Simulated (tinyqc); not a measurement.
## Bandgap voltage reference from two bipolar transistors: effect of the temperature coefficient of both resistors

Two transistors of area 1 and N carry the same current I. Is(T) = Is (T/T0)^eta exp[(Vg0 q/kB)(1/T0 - 1/T)], VBE1 = Vt ln(I/Is(T)) + I rb, VBE2 = Vt ln(I/(N Is(T))) + I rb/N. The amplifier forces I R1(T) = VBE1 - VBE2 + Vos, with R(T) = R (1 + tc (T - T0)) for both resistors, and the output is Vref = VBE1 + I R2(T). Base currents and the Early effect are neglected.

Vt = kB T/q; I = (Vt ln N + Vos)/(R1(T) - rb (1 - 1/N)). Box coefficient: span of Vref between 233 and 398 K over its average over T and over 165 K. The last column is the R2 that gives zero slope at T0.

Values chosen for this exercise; values of the order met in silicon bipolar transistors:
- T0 = 300 K (reference temperature)
- Vg0 = 1.169 V (band-gap voltage extrapolated to 0 K)
- eta = 3.2 (temperature exponent of the saturation current)
- Is = 4.3e-17 A (saturation current of the unit transistor at T0)
- N = 4 (area ratio of the second transistor)
- R1 = 14 kohm (resistor across which the difference of VBE falls, at T0)
- Vos = 0 mV (offset of the amplifier)
- rb = 110 ohm (series resistance of the unit transistor)
- R2 = 233.6 kohm (output resistor at T0)

Constants: q = 1.602176634e-19 C, kB = 1.380649e-23 J/K. Results are converted to the units shown.

Result of one run:

| I at T0 (uA) | Vref at T0 (V) | slope at T0 (uV/K) | box coefficient (ppm/K) | R2 for zero slope (kohm) |
|---|---|---|---|---|
| 2.575 | 1.243 | 28.41 | 21.21 | 230.3 |

Which temperature coefficient of both resistors tc gave this result: -2000, -1000, 1000 or 3000 ppm/K?

tc = 1000 ppm/K.

The whole series:

| tc (ppm/K) | I at T0 (uA) | Vref at T0 (V) | slope at T0 (uV/K) | box coefficient (ppm/K) | R2 for zero slope (kohm) |
|---|---|---|---|---|---|
| -2000 | 2.575 | 1.243 | 118.0 | 97.70 | 219.9 |
| -1000 | 2.575 | 1.243 | 88.12 | 68.26 | 223.4 |
| 0 | 2.575 | 1.243 | 58.27 | 40.95 | 226.8 |
| 1000 | 2.575 | 1.243 | 28.41 | 21.21 | 230.3 |
| 2000 | 2.575 | 1.243 | -1.446 | 19.75 | 233.8 |
| 3000 | 2.575 | 1.243 | -31.30 | 37.07 | 237.3 |

As tc goes from -2000 to 3000, Vref stays at 1.243 V and the box coefficient goes from 97.7 through a minimum of 19.8 (at tc = 2000 among the rows listed) to 37.1 ppm/K.

Computed by the program tinyqc: `OMP_NUM_THREADS=1 python tinyqc.py 2062084 2062085 out.jsonl`, one thread of a shared Intel Xeon 2.30GHz, about 0.01 s for the whole run.
